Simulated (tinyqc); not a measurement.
Deep level with several charge states, and Shockley-Read-Hall recombination, step by step. Values are carried at full precision from step to step, so a last printed digit may differ when a step is redone from the rounded ones.

Energies from Ev. The defect has charge states 0, -1, -2 with weights 1, gm exp((EF - E1)/kT), exp((2 EF - E1 - E2)/kT); the shares are the weights over their sum. Boltzmann carriers: n = Nc exp((EF - Eg)/kT), p = Nv exp(-EF/kT). Neutrality: p - n + Nd + Nt <q> = 0.

Constants: kB = 8.617333262e-05 eV/K.

Values chosen for the exercise (gap and densities of states near those of GaN at this temperature; the results hold for these values, not for the real material):
```
symbol  value     unit    meaning
Eg      3.385     eV      gap
Nc      4.06e+18  1/cm^3  conduction-band density of states
Nv      8.15e+19  1/cm^3  valence-band density of states
T       450       K
E1      1.124     eV      level (0/-1) above Ev
E2      2.794     eV      level (-1/-2) above Ev
gm      1                 degeneracy of the middle state, the others 1
Nt      4.3e+15   1/cm^3  defects
Nd      -6.4e+16  1/cm^3  ionised shallow donors minus acceptors
E_try   1.625     eV      trial Fermi level
Et      2.794     eV      recombination level above Ev
sn      2.9e-14   cm^2    electron capture cross-section
sp_     3.8e-14   cm^2    hole capture cross-section
vth     23000000  cm/s    thermal velocity, both carriers
Nm      4.3e+16   1/cm^3  equilibrium holes for the lifetime steps
dn      9.7e+15   1/cm^3  excess pairs
```

## Charge states at a trial Fermi level

Form the exponents, the shares, the mean charge and the residual of neutrality at EF = E_try.

exponents of the second and third weights: 12.920  -17.226

shares: 0 0.0000, -1 1.0000, -2 0.0000

<q> = -1.0000

n, p (1/cm^3): 0.0790  51.5

residual = -6.83e+16 1/cm^3

The residual is negative, so EF must fall.

## The neutral state

Solve for EF.

EF = 0.2772 eV

shares at EF: 0 1.000, -1 0.000, -2 0.000

n = 6.36e-17 1/cm^3
p = 6.40e+16 1/cm^3

Without the defects the majority density would be 6.40e+16 1/cm^3; with them the density of these carriers is 6.40e+16, nearly the same. Most defects are in the state 0.

## Recombination through one level

One level at Et with degeneracy 1: tn = 1/(sn vth Nt), tp = 1/(sp_ vth Nt), n1 = Nc exp((Et - Eg)/kT), p1 = Nv exp(-Et/kT), ni^2 = n1 p1. Equilibrium p0 = Nm, n0 = ni^2/Nm; n = n0 + dn, p = p0 + dn. U = (n p - ni^2)/(tp (n + n1) + tn (p + p1)), lifetime dn/U; emission rates en = sn vth n1, ep = sp_ vth p1.

Evaluate each quantity.

tn, tp (microsecond): 0.0003487  0.0002661

n1, p1 (1/cm^3): 9.76e+11  4.17e-12

U = 2.44e+25 1/(cm^3 s)
lifetime = 0.000398 microsecond

The lifetime is 1.140 times the minority capture time tn and 0.647 times tn + tp, the limit of high injection.

## Emission and generation in a depleted region

With n = p = 0 the level generates pairs at G = Nt en ep/(en + ep); generation lifetime tg = ni/G; current density e G W for a width W = 1 micrometre, e = 1.602176634e-19 C.

en, ep (1/s): 6.51e+05  3.64e-18

G = 0.0157 1/(cm^3 s)
tg = 1.29e+08 microsecond
current density = 2.51e-25 A/cm^2

The slower step, hole emission, limits the rate: en/ep = 1.79e+23.

## Checks

- U against hole capture minus emission at the steady occupation of the level (1/(cm^3 s)): both 2.439e+25.

Run: tinyqc, `OMP_NUM_THREADS=1 python tinyqc.py 1680090 1680091 out.jsonl`; Intel(R) Xeon(R) Processor @ 2.30GHz, one thread, shared host; about 0.01 s of CPU time with all checks.
